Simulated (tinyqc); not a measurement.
BCS gap equation with a constant attraction inside the Debye window. From one set of inputs to another, one input at a time. Computed by tinyqc, a small Python program. Command: `OMP_NUM_THREADS=1 python tinyqc.py 3025806 3025807 out.jsonl bcs ladder`. One thread of a shared host (Intel(R) Xeon(R) Processor @ 2.30GHz), about 0.01 s of CPU time with the checks.

Pairs attract with strength V for |xi| < k_B Theta; N(0) is the density of states for one spin. Energies are given as temperatures (E/k_B, in K) unless marked.

The inputs printed are set A. Set A is modelled on titanium nitride; the values taken over come from a set modelled on indium. Inputs not listed in the table keep their values of set A, so the rows need not describe a real material.

Inputs (values chosen for the exercise, modelled on titanium nitride):

| quantity | value | unit |
|---|---|---|
| coupling N(0)V | 0.212 | - |
| Debye temperature Theta | 546 | K |
| temperature T | 3.87 | K |
| Fermi velocity v_F | 650000 | m/s |
| electron density n | 5.37 | 1e28/m^3 |
| mean free path l | 13 | nm |
| junction resistance R_n | 0.63 | kilo-ohm |

Solver: secant.

Constants: k_B = 8.617333262e-05 eV/K; hbar = 1.054571817e-34 J s; k_B = 1.380649e-23 J/K; m_0 = 9.1093837015e-31 kg; eps_0 = 8.8541878128e-12 F/m; c = 299792458 m/s; e = 1.602176634e-19 C; h = 6.62607015e-34 J s.

Method:
- At T = 0 the gap equation 1/(N(0)V) = int_0^Theta d xi/sqrt(xi^2 + Delta^2) has the integral arcsinh(Theta/Delta), so Delta_0 = Theta/sinh(1/(N(0)V)); weak coupling gives 2 Theta exp(-1/(N(0)V)).
- Gap equation: 1/(N(0)V) = I(Delta, T) = int_0^Theta tanh(E/2T)/E d xi, E = sqrt(xi^2 + Delta^2); 64 Gauss-Legendre points in y with xi = max(Delta, T) sinh(y).
- Residual r = N(0)V I - 1, with Delta_0 = Theta/sinh(1/(N(0)V)). Secant steps in Delta^2, from Delta_0 and 0.9 Delta_0, with Delta^2 kept at or above 1e-6 K^2. Stop when |r| < 1e-9 or after 40 steps.
- xi_0 = hbar v_F/(pi Delta_0); lambda_L = sqrt(m_0 eps_0 c^2/(n e^2)); N(0) = 3 n/(2 m_0 v_F^2) for one spin; condensation energy N(0) Delta_0^2/2 = B_c^2/(2 mu_0), mu_0 = 1/(eps_0 c^2); with scattering lambda = lambda_L sqrt(1 + xi_0/l) in the local limit (where xi_0 and l both exceed lambda, nonlocal response makes the true depth larger); Ginzburg-Landau kappa = 0.96 lambda_L/xi_0 + 0.72 lambda_L/l. Free-electron mass throughout; heavier carriers, as in niobium or vanadium, give a larger lambda_L and kappa and can make the metal type II.
- Ambegaokar-Baratoff: I_c R_n = (pi Delta/(2e)) tanh(Delta/2T); Josephson energy E_J = hbar I_c/(2e), given as E_J/h; inductance hbar/(2 e I_c); thermal quasiparticle fraction x = n_qp/(2 N(0) Delta) = sqrt(2 pi T/Delta) exp(-Delta/T), valid for T well below Delta.

Each row keeps all changes above it:

| input moved | from | to | Delta(T) (K) | critical field B_c(0) (mT) | critical current I_c (nA) |
|---|---|---|---|---|---|
| set A | - | - | 8.102 | 69.15 | 1358.8 |
| coupling N(0)V | 0.212 | 0.278 | 29.934 | 212.03 | 6426.0 |
| electron density n (1e28/m^3) | 5.37 | 12 | 29.934 | 316.96 | 6426.0 |
| temperature T (K) | 3.87 | 1.67 | 29.946 | 316.96 | 6434.1 |
| Debye temperature Theta (K) | 546 | 109 | 5.736 | 63.28 | 1155.5 |
| junction resistance R_n (kilo-ohm) | 0.63 | 14 | 5.736 | 63.28 | 52.0 |
| Fermi velocity v_F (m/s) | 650000 | 1800000 | 5.736 | 22.85 | 52.0 |
| mean free path l (nm) | 13 | 250 | 5.736 | 22.85 | 52.0 |

Which inputs carry the difference?

Delta(T) goes from 8.10 to 5.74, a factor 0.708 in all. The largest single move comes from Debye temperature Theta (a factor 0.192), and coupling N(0)V works against it (a factor 3.69). Critical field B_c(0) goes from 69.1 to 22.8, a factor 0.330 in all. The largest single move comes from Debye temperature Theta (a factor 0.200), and coupling N(0)V works against it (a factor 3.07). Critical current I_c goes from 1360 to 52.0, a factor 0.0383 in all. The largest single move comes from junction resistance R_n (a factor 0.0450), and coupling N(0)V works against it (a factor 4.73). The single moves hold for this order of the switches; the total does not depend on the order.

Caution (rows set A): T is not small against Delta, so the quasiparticle formula is only a rough guide.

Extremes, crossings and ranges named in words are read from the listed rows.
